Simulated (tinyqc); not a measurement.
From results to parameters: Luttinger model of the valence bands. Computed by the program tinyqc.

Problem. In the four-band Luttinger model 1/m = g1 -/+ 2 g2 along [100] and g1 -/+ 2 g3 along [111]. Find g1, g2, g3 and the light hole mass along [111].

heavy and light hole masses along [100] (electron masses): 0.134771  0.044444
heavy hole mass along [111] = 0.333333 electron masses

Solution. The mean of the two inverse masses along [100] is g1 and a quarter of their difference is g2; g3 = (g1 - 1/m_hh[111])/2.

g1, g2, g3: 14.9600  3.7700  5.9800
light hole mass along [111] = 0.0371 electron masses
